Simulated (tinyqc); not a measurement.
# Pinning factor and decay constant from two barriers

Question. phiB = S (phiM - chi) + (1 - S)(Eg - E0) with S = 1/(1 + (1/S0 - 1) exp(-be ti)). Find S0, S at the given thickness and be.

Values chosen for this exercise; semiconductor values close to those of germanium; interlayer mass of the order of that in titanium dioxide, offset chosen freely: band gap Eg = 0.652 eV; electron affinity chi = 4.01 eV; charge-neutrality level above the valence band E0 = 0.089 eV; metal work function phiM = 4.31 eV.

phiB at ti = 0, 0.2 nm (eV): [0.54958700, 0.53490484]

Answer. Each barrier gives its S by linear interpolation between the pinned and the unpinned value; the ratio of the two values of 1/S - 1 is exp(be ti).

S0 = 0.05100
S = 0.1068
be = 4.000 1/nm

tinyqc, about 0.03 s, one thread, Intel Xeon 2.30GHz (shared host): `OMP_NUM_THREADS=1 python tinyqc.py 2270056 2270057 out.jsonl`
